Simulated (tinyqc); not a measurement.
Cyclotron resonance of ellipsoidal valleys, Si type: sweeps and comparisons. A value that a table varies takes the place of the one given here.

Valleys along [100], [010], [001] (each with its opposite partner), mass ml along the axis and mt across it. B lies in the (1-10) plane, b = (sin(theta)/sqrt2, sin(theta)/sqrt2, cos(theta)). For the angle phi between B and the axis, 1/mc^2 = cos^2(phi)/mt^2 + sin^2(phi)/(mt ml). Resonance: h nu = 2 muB B/mc, h = 2 pi hbar.

Constants: hbar = 6.58211957e-16 eV s; muB = 5.788381798e-05 eV/T.

Values chosen for the exercise (near those of Si; the results hold for these values, not for the real material):
```
symbol  value                        unit     meaning
ml      0.962                        m0       longitudinal mass
mt      0.197                        m0       transverse mass
ths     (0, 10, 25, 35, 55, 70, 90)  degrees  angles
g1      4.25                                  Luttinger gamma1
g2      0.34                                  gamma2
g3      1.44                                  gamma3
theta   18                           degrees  angle of B from [001] towards [110]
nu      140                          GHz      microwave frequency
```

## Rotating the field

mc against theta; [100] and [010] stay equal in this plane.

Cyclotron masses (m0):
```
theta (degrees)   [100]   [001]
0                0.4353  0.1970
10               0.4231  0.1994
25               0.3751  0.2127
35               0.3401  0.2293
55               0.2869  0.2885
70               0.2642  0.3610
90               0.2538  0.4353
```

All valleys give one line at theta = 54.7 degrees, B along [111], with mc = 0.2874. The [001] pair goes from mt to sqrt(ml mt), a factor 2.21; the other four only fall from sqrt(ml mt) to 0.2538, since their angle to B never drops below 45 degrees.

## Heavy and light holes (cyclotron masses of warped hole bands)

E = c k^2 f(n) with f = g1 -/+ 2 sqrt(g2^2 + 3 (g3^2 - g2^2)(nx^2 ny^2 + ny^2 nz^2 + nz^2 nx^2)). For the orbit through k = 0 perpendicular to b = (sin(theta)/sqrt2, sin(theta)/sqrt2, cos(theta)), mc is the mean of 1/f over the directions n in that plane (180 evenly spaced angles). Quantum effects of the lowest levels are left out.

Cyclotron masses (m0):
```
theta (degrees)   heavy   light
0                0.4226  0.1691
10               0.4360  0.1661
25               0.4937  0.1570
35               0.5385  0.1519
55               0.5771  0.1478
70               0.5669  0.1501
90               0.5536  0.1554
```

The heavy mass varies by 37 % over the table, with its largest listed value at 55 degrees ([111] lies at 54.7) and its smallest at 0; the light mass varies by 14.4 %. The warping term enters both with the same size, but it is set against a small inverse mass in one and a large one in the other (along [111], g1 - 2 g3 = 1.37 and g1 + 2 g3 = 7.13).

## What each parameter does

Resonance fields B = h nu mc/(2 muB) of the valleys [100] and [001]. Each row changes one parameter from the base and keeps the others.

Results:
```
case                [100] (T)  [001] (T)
base                   1.9997     1.0249
ml = 1.106 m0          2.1133     1.0264
mt = 0.217 m0          2.1181     1.1278
theta = 22 degrees     1.9301     1.0453
nu = 154 GHz           2.1997     1.1274
```

The largest shifts from the base row, up to three for each result and ties (the steps differ in size, so this ranks the rows, not the parameters). [100] (T): nu +0.2000, mt +0.1183, ml +0.1136. [001] (T): mt +0.1028, nu +0.1025, theta +0.0204.

Computed by tinyqc, a small Python program: `OMP_NUM_THREADS=1 python tinyqc.py 1250316 1250317 out.jsonl` (the numbers bound the seed that draws the inputs); one thread of a shared host (Intel(R) Xeon(R) Processor @ 2.30GHz), about 0.01 s for the whole set of steps.
